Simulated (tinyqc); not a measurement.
Two-junction solar cell, detailed-balance limit: two steps of the calculation.

The top cell takes all photons above E1, the bottom cell those between E2 and E1. Each cell follows J = Jsc - J0 (exp(V/Vt) - 1) with J0 = q ge Phi(gap, T)/ERE; light emitted by one cell and absorbed by the other is left out. In series both carry one current; wired apart (four terminals) each works at its own maximum power point. Efficiencies are counted against Pin = fs X sigma Ts^4.

Values chosen for this exercise: cell temperature T = 350 K.

Constants: q = 1.602176634e-19 C, kB = 1.380649e-23 J/K, Vt = kB T/q. Results are converted to the units shown.

Task 1. The series curve. V1 = Vt ln((J1 - J)/J01 + 1), V2 = Vt ln((J2 - J)/J02 + 1), power J (V1 + V2).

J, point 0 to 7 (mA/cm^2): 0  17.55  28.08  31.59  33  33.7  34.4  34.93
J1 = 38.024450 mA/cm^2
J2 = 35.102800 mA/cm^2
J01 = 7.3187273e-16 mA/cm^2
J02 = 2.5032941e-6 mA/cm^2

Find: V1; V2; power.

Result 1.

```
point  V1 (V)  V2 (V)  power (mW/cm^2)
0       1.161  0.4963                0
1       1.142  0.4754            28.39
2       1.120  0.4478            44.04
3       1.107  0.4269            48.46
4       1.100  0.4114            49.87
5       1.095  0.3992            50.36
6       1.090  0.3784            50.51
7       1.085  0.3361            49.64
```

Among these points the power is largest at J = 34.4 mA/cm^2.

Task 2. Maximum power, in series and apart. In series V(J) = Vt [ln((J1 - J)/J01 + 1) + ln((J2 - J)/J02 + 1)], and J V(J) is largest where V = J Vt [1/(J1 - J + J01) + 1/(J2 - J + J02)]. Apart, each cell has (1 + v) exp(v) = 1 + Jsc/J0 at its maximum power point, v = Vmp/Vt.

J1 = 38.024450 mA/cm^2
J2 = 35.102800 mA/cm^2
J01 = 7.3187273e-16 mA/cm^2
J02 = 2.5032941e-6 mA/cm^2
Pin = 138.60454 mW/cm^2

Find: series Jmp; series Vmp; series efficiency; top cell alone; bottom cell behind it.

Result 2.

series Jmp = 34.24 mA/cm^2
series Vmp = 1.476 V
series efficiency = 36.46 %
top cell alone = 28.08 %
bottom cell behind it = 9.801 %

Wired apart the cells give 37.88 %; the series connection loses 1.4 points of that.

Computed by the program tinyqc: `OMP_NUM_THREADS=1 python tinyqc.py 2820015 2820016 out.jsonl`, one thread of a shared Intel Xeon 2.30GHz, about 0.01 s for the whole run.
